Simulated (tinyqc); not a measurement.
Conductance of a narrow metal strip with scatterers (square lattice, Green functions): sweeps and comparisons. A value that a table varies takes the place of the one given here.

A strip of W sites across with hard walls, site energy 0 and hopping -t. Mode n = 1 to W has profile chi_n(j) = sqrt(2/(W + 1)) sin(n j pi/(W + 1)) and energy en = -2t cos(n pi/(W + 1)); E = en - 2t cos(kn a). With z_n = exp(i kn a) (Im k > 0 for closed modes, |z| < 1) each lead gives the self-energy -t z_n in mode n. One column carries the site energies v, here a uniform barrier across the strip, as of a grain boundary. In the mode basis V_nm = sum_j chi_n(j) v_j chi_m(j), G = (E - en + 2 t z_n - V)^-1, and t_nm = 2t sqrt(sin(kn a) sin(km a)) G_nm in size for open modes. T = sum |t_nm|^2, conductance (2e^2/h) T.

Constants: e^2/h = 3.874045865e-05 S.

Inputs chosen for the exercise (hopping and spacing of the size met in Cu or Al; the lattice is a model; shifted at random, so the results belong to these values and not to a real crystal):
- t = 1.31 eV (hopping)
- W = 3 (sites across)
- v = (1.8, 1.8, 1.8) eV (site energies in the scattering column)
- a = 2.84 angstrom (spacing)
- E = -0.26 eV (Fermi energy)

## Conductance steps with and without the scatterer

E is varied across the lower half of the band.

Against energy:
```
E/t    E (eV)  open modes       T  reflected
-3.30  -4.323           1  0.1903     0.8097
-2.95  -3.865           1  0.4651     0.5349
-2.65  -3.471           1  0.5671     0.4329
-2.30  -3.013           1  0.6300     0.3700
-1.95  -2.554           2  0.7576     1.2424
-1.65  -2.162           2  1.0799     0.9201
-1.30  -1.703           2  1.2289     0.7711
-0.95  -1.244           2  1.2885     0.7115
-0.65  -0.852           2  1.2986     0.7014
-0.30  -0.393           3  1.6279     1.3721
0.05    0.066           3  1.7061     1.2939
```

The clean strip goes from 1 to 3 open modes. The reflected flux ranges from 0.370 (E/t = -2.3) to 1.372 (E/t = -0.3). A uniform barrier reflects each mode by v^2/(v^2 + (2t sin(kn a))^2), most the slow ones just above their thresholds.

## The same scatterer in wider strips

Width (W + 1) a; the strength is the entry of v largest in size. The barrier spans the width. Added resistance (1/T - 1/M)/(2 e^2/h), M the number of open modes.

Against width:
```
W   width (angstrom)   M       T     T/M  added resistance (ohm)
3               11.4   3  1.6747  0.5582                  3404.4
4               14.2   4  2.0909  0.5227                  2945.9
5               17.0   5  2.4856  0.4971                  2611.2
6               19.9   5  2.8706  0.5741                  1914.8
8               25.6   7  3.8279  0.5468                  1527.9
10              31.2   9  4.7212  0.5246                  1299.6
14              42.6  12  6.4512  0.5376                   925.1
20              59.6  17  9.0795  0.5341                   662.3
```

The added resistance is 3404 ohm at W = 3 and 662.3 at W = 20; from W = 10 to 20 it changes by a factor 0.51, where 1/M gives 0.53 and 1/M^2 gives 0.28. A barrier across the strip keeps T/M near a constant (0.52 to 0.55 for W of 8 and more), so its resistance goes as 1/width on average, with steps as modes open: resistance times width runs from 39.1 to 40.6 kohm angstrom there.

## What each change does

Open modes M, T and the added resistance (1/T - 1/M)/(2 e^2/h). Each row changes one parameter from the base and keeps the others.

Results:
```
case                       M       T  added resistance (ohm)
base                       3  1.6747                    3404
t = 1.362 eV               3  1.7322                    3149
E = -0.16 eV               3  1.6958                    3309
v = (2.34, 2.34, 2.34) eV  3  1.3001                    5625
```

The largest shifts from the base row, up to three for each result and ties (the steps differ in size, so this ranks the rows, not the parameters). M: unchanged at the printed digits by t, E and v. T: v -0.3746, t +0.0575, E +0.0211. added resistance (ohm): v +2220, t -256, E -96.

Program tinyqc; command `OMP_NUM_THREADS=1 python tinyqc.py 1451139 1451140 out.jsonl`; about 0.01 s on one thread of a shared Intel(R) Xeon(R) Processor @ 2.30GHz.
